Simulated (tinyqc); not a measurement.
Avalanche multiplication and breakdown of a junction from ionisation integrals: one step, computed by the program tinyqc.

Ionisation coefficients follow the local field. Position x runs through the depletion layer from the p side (x = 0), where electrons enter, to the n side (x = w), where holes enter. The built-in voltage is neglected.

Task: On-resistance of the drift layer. R_on = w/(e mu N) with w the width at breakdown; figure of merit V_B^2/R_on; for a triangular field it equals eps eps_0 mu F_m^3/4.

Inputs (values chosen for the exercise, modelled on silicon): permittivity eps = 11.7; drift-layer mobility mu = 470 cm^2/(V s); doping N of the lightly doped side = 3.6e+14 1/cm^3.

Junction: one-sided abrupt n+p.

width at breakdown = 43.65326 micrometre

breakdown voltage = 530.4953 V

critical field F_m = 0.2430496 MV/cm

Constants: e = 1.602176634e-19 C; eps_0 = 8.8541878128e-12 F/m.

Give: specific on-resistance; V_B^2/R_on; eps eps_0 mu F_m^3/4.

Result:

specific on-resistance = 161.03 milliohm cm^2

V_B^2/R_on = 1.7477 MW/cm^2

eps eps_0 mu F_m^3/4 = 1.7477 MW/cm^2
